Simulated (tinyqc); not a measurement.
Two-mode optical phonons of a ternary alloy from two coupled oscillators: one step, computed by the program tinyqc. Command: `OMP_NUM_THREADS=1 python tinyqc.py 3011939 3011940 out.jsonl twomode walk`. One thread of a shared host (Intel(R) Xeon(R) Processor @ 2.30GHz), about 0.01 s of CPU time with the checks.

An alloy A(x)B(1-x)C has an A-C and a B-C bond oscillator. Each TO frequency moves linearly from the impurity mode (dilute end) to the TO of the pure crystal; each strength is proportional to the number of bonds.

Question. Share of the polar coupling. eps(omega) = eps_inf + W_1/(omega_1^2 - omega^2) + W_2/(omega_2^2 - omega^2) = 0 is the eigenproblem of the matrix [[omega_1^2 + W_1/eps_inf, sqrt(W_1 W_2)/eps_inf], [sqrt(W_1 W_2)/eps_inf, omega_2^2 + W_2/eps_inf]] for omega_LO^2. The polar coupling of mode j is c_j = (u_j . sqrt(W))^2/(eps_inf^2 omega_j^2), u_j its eigenvector and omega_j here its LO frequency; the c_j add up to 1/eps_inf - 1/eps_s. Froehlich constant alpha_j = (e^2/(4 pi eps_0)) c_j k_j/(2 E_j), E_j = h c omega_j, k_j = sqrt(m* E_j/(hbar^2/(2 m_0))).

Inputs (values chosen for the exercise, for a model alloy): electron mass m* = 0.17 m_0.

omega_1 (A-C, TO) = 420.36 1/cm

omega_2 (B-C, TO) = 280.28 1/cm

eps_inf = 9.2332

W_1 = 212628.2 1/cm^2

W_2 = 213465.6 1/cm^2

Constants: e^2/(4 pi eps_0) = 14.39964548 eV angstrom; hbar^2/(2 m_0) = 3.80998212 eV angstrom^2; 1 THz = 33.35640952 1/cm; h x 1 THz = 4.135667696 meV.

Give: c_j, lower and upper mode; share of the upper mode; alpha_j, lower and upper mode.

Answer.

c_j, lower and upper mode: 0.01491  0.01737

share of the upper mode = 0.5381

alpha_j, lower and upper mode: 0.1156  0.1115
